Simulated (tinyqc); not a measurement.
## Pinning factor and decay constant from two barriers

Question. phiB = S (phiM - chi) + (1 - S)(Eg - E0) with S = 1/(1 + (1/S0 - 1) exp(-be ti)). Find S0, S at the given thickness and be.

Parameters, values chosen for the exercise; semiconductor values close to those of silicon; interlayer mass of the order of that in silicon dioxide, offset chosen freely:
```
symbol,value,unit,meaning
Eg,1.15,eV,band gap
chi,3.97,eV,electron affinity
E0,0.37,eV,charge-neutrality level above the valence band
phiM,4.55,eV,metal work function
```

phiB at ti = 0, 0.5 nm (eV): [0.728, 0.62269746]

Solution. Each barrier gives its S by linear interpolation between the pinned and the unpinned value; the ratio of the two values of 1/S - 1 is exp(be ti).

S0 = 0.260
S = 0.787
be = 4.70 1/nm

Numbers from tinyqc (`OMP_NUM_THREADS=1 python tinyqc.py 2270147 2270148 out.jsonl`; about 0.04 s on one thread of a shared Intel Xeon 2.30GHz).
